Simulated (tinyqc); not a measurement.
# Changing the depletion charge N_d

Model: low-temperature mobility of a two-dimensional electron gas with static screening. Computed by tinyqc, a small Python program. Command: `OMP_NUM_THREADS=1 python tinyqc.py 3021434 3021435 out.jsonl twodeg sweep`. One thread of a shared host (Intel(R) Xeon(R) Processor @ 2.30GHz), about 0.06 s of CPU time with the checks.

One subband is filled, the gas is degenerate and scatters at the Fermi circle; one permittivity serves on both sides of the interface. All formulas are in SI units, masses times m_0. Piezoelectric and polar phonons are left out, and n_s is taken as set by a gate, independent of N_i.

Inputs (values chosen for the exercise, modelled on a strained silicon well):

| quantity | value | unit |
|---|---|---|
| in-plane mass m | 0.196 | m_0 |
| mass across the layer m_z | 0.901 | m_0 |
| permittivity eps | 11.5 | - |
| valley degeneracy g_v | 2 | - |
| sheet density n_s | 4.9e+11 | 1/cm^2 |
| roughness height Delta | 0.43 | nm |
| correlation length Lambda | 1.1 | nm |
| remote charge density N_i | 2.8e+11 | 1/cm^2 |
| distance d of the charges from the interface | 16 | nm |
| density rho | 2329 | kg/m^3 |
| sound velocity v_l | 9210 | m/s |
| deformation potential D_A | 9.7 | eV |
| temperature T | 4.2 | K |

Wave function: Fang-Howard. Roughness spectrum: exponential.

Constants: m_0 = 9.1093837015e-31 kg; e = 1.602176634e-19 C; eps_0 = 8.8541878128e-12 F/m; hbar = 1.054571817e-34 J s; k_B = 1.380649e-23 J/K.

Method:
- k_F = sqrt(2 pi n_s/g_v); E_F = hbar^2 k_F^2/(2 m); q_TF = g_v m e^2/(2 pi eps eps_0 hbar^2); Fang-Howard parameter b = [12 m_z e^2 (N_d + 11 n_s/32)/(eps eps_0 hbar^2)]^(1/3), mean depth 3/b; effective field F = e (N_d + n_s/2)/(eps eps_0).
- Form factors with u = q/b: screening G(q) = [1 + 9u/8 + 3u^2/8]/(1 + u)^3, remote charge P(q) = exp(-q d)/(1 + u)^3. Dielectric function eps(q) = 1 + q_TF G(q)/q, with q = 2 k_F sin(theta/2).
- Roughness: <|U|^2> = (e F)^2 S(q), S = pi Delta^2 Lambda^2/(1 + q^2 Lambda^2/2)^(3/2).
- 1/tau_t = (m/(pi hbar^3)) int_0^pi (1 - cos theta) <|U|^2>/eps(q)^2 dtheta; the quantum rate 1/tau_q drops the factor (1 - cos theta); 200 Gauss-Legendre points in s with theta = pi s^2, s from 0 to 1; mu = e tau_t/m.
- Remote charges: <|U|^2> = N_i [e^2 P(q)/(2 eps eps_0 q)]^2.
- Unscreened deformation potential in equipartition: 1/tau = m D_A^2 k_B T I/(rho v_l^2 hbar^3), I = int |psi|^4 dz = 3 b/16 for the Fang-Howard function (used for both wave-function options); mu = e tau/m. Bloch-Grueneisen temperature T_BG = 2 hbar v_l k_F/k_B.
- At the Fermi circle the rates add, so 1/mu is the sum; sheet resistance 1/(n_s e mu); mean free path hbar k_F mu/e; the quantum time adds the rates 1/tau_q, with the isotropic acoustic rate e/(m mu).

One run for each value:

| depletion charge N_d (1/cm^2) | roughness mobility (cm^2/(V s)) | mean depth (nm) | acoustic mobility (cm^2/(V s)) | effective field F (MV/cm) | mobility mu (cm^2/(V s)) | remote-charge mobility (cm^2/(V s)) |
|---|---|---|---|---|---|---|
| 1.00e+10 | 4.8324e+06 | 4.0771 | 6.0266e+05 | 0.04012 | 2.8310e+05 | 6.0023e+05 |
| 2.30e+10 | 4.4388e+06 | 3.9827 | 5.8870e+05 | 0.04217 | 2.7770e+05 | 5.9628e+05 |
| 5.10e+10 | 3.7405e+06 | 3.8055 | 5.6251e+05 | 0.04658 | 2.6715e+05 | 5.8890e+05 |
| 1.20e+11 | 2.5936e+06 | 3.4740 | 5.1351e+05 | 0.05743 | 2.4561e+05 | 5.7519e+05 |
| 2.60e+11 | 1.4549e+06 | 3.0448 | 4.5006e+05 | 0.07946 | 2.1265e+05 | 5.5764e+05 |
| 5.90e+11 | 5.8344e+05 | 2.5170 | 3.7204e+05 | 0.13139 | 1.5959e+05 | 5.3638e+05 |
| 1.30e+12 | 1.8675e+05 | 2.0194 | 2.9850e+05 | 0.24310 | 9.3981e+04 | 5.1667e+05 |
| 3.00e+12 | 4.6247e+04 | 1.5628 | 2.3100e+05 | 0.51060 | 3.5769e+04 | 4.9884e+05 |

Over the rows, roughness mobility (cm^2/(V s)) falls from 4.83e6 to 46200 (exponent d ln y / d ln x -0.10 between the first rows and -1.7 between the last); mean depth (nm) falls from 4.08 to 1.56 (exponent d ln y / d ln x -0.028 between the first rows and -0.31 between the last); acoustic mobility (cm^2/(V s)) falls from 603000 to 231000 (exponent d ln y / d ln x -0.028 between the first rows and -0.31 between the last). Depletion charge adds to the field in full, the gas itself by half; it thins the layer, which raises int |psi|^4 dz and with it the phonon rate.

Caution (all rows): T is below the Bloch-Grueneisen temperature T_BG, so equipartition fails: the acoustic mobility is only a lower bound and the acoustic share of 1/mu is overstated.
